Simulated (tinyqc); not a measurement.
MOS capacitor on a p-type substrate, surface potential from the exact charge relation: two steps of the calculation.

Uniform p-type substrate, Boltzmann statistics, full ionisation, classical densities. psi is the surface potential against the body (positive when the bands bend down) and u = psi/Vt. Traps are spread evenly over the gap and neutral at flat band, so their charge is -q Dit psi; the minority quasi-Fermi level is shifted by Vb.

Values chosen for this exercise; band and dielectric values those of a made-up semiconductor: temperature T = 273 K; band gap Eg = 1.45 eV; relative permittivity eps_r = 12.6; conduction-band density of states at T Nc = 1.98e19 cm^-3; valence-band density of states at T Nv = 2.67e19 cm^-3; electron affinity chi = 4.57 eV; acceptor density of the substrate N = 1.9e15 cm^-3; relative permittivity of the gate insulator (close to hafnium oxide) eox = 22; insulator thickness tox = 63 nm; gate work function phiM = 5.12 eV; fixed charge at the interface, in units of q Nf = 1.6e10 cm^-2; density of interface traps Dit = 0 cm^-2 eV^-1; reverse bias of the inversion layer against the body Vb = 0 V; gate voltage against the body Vg = 1.2 V.

Constants: q = 1.602176634e-19 C, kB = 1.380649e-23 J/K, Vt = kB T/q, eps0 = 8.8541878128e-14 F/cm where lengths are in cm. Results are converted to the units shown.

Task 1. Flat band, threshold and scales. ni = sqrt(Nc Nv) exp(-Eg/(2 Vt)), Eg in volts; phiF = Vt ln(N/ni); Cox = eps0 eox/tox; Vfb = phiM - chi - (Eg - Vt ln(Nv/N)) - q Nf/Cox; Q0 = sqrt(2 eps0 eps_r q N Vt); r = (ni/N)^2 exp(-Vb/Vt); VT = Vfb + [(2 phiF + Vb)(1 + q Dit/Cox) + sqrt(2 eps0 eps_r q N (2 phiF + Vb))/Cox].

Give: ni; phiF; Cox; Vfb; Q0; r; VT.

Result 1.

ni = 9.496e5 cm^-3
phiF = 0.5038 V
Cox = 0.3092 uF/cm^2
Vfb = -0.6836 V
Q0 = 3.997 nC/cm^2
r = 2.498e-19
VT = 0.4087 V

Task 2. Newton step for the surface potential. u = psi/Vt; F^2 = exp(-u) + u - 1 + r (exp(u) - u - 1); Qs = -sign(u) Q0 F; Cs = -dQs/dpsi = (Q0/Vt) |1 - exp(-u) + r (exp(u) - 1)|/(2 F). f = Vfb + psi + (q Dit psi - Qs)/Cox - Vg, f' = 1 + (Cs + q Dit)/Cox, psi(new) = psi - f/f'.

psi after iteration 1 = 1.3601609 V
Cox = 0.30919386 uF/cm^2
Vfb = -0.68361076 V
Q0 = 3.9973705 nC/cm^2
r = 2.4981391e-19

Give: u; F; Qs; Cs; f; f'; psi after iteration 2.

Result 2.

u = 57.817
F = 1793.0
Qs = -7167.5 nC/cm^2
Cs = 152.33 uF/cm^2
f = 22.658 V
f' = 493.68
psi after iteration 2 = 1.3143 V

This iterate lies far beyond the solution, so its charge is not a physical one.

Program tinyqc, `OMP_NUM_THREADS=1 python tinyqc.py 2060128 2060129 out.jsonl`; Intel Xeon 2.30GHz, shared host, one thread, about 0.01 s.
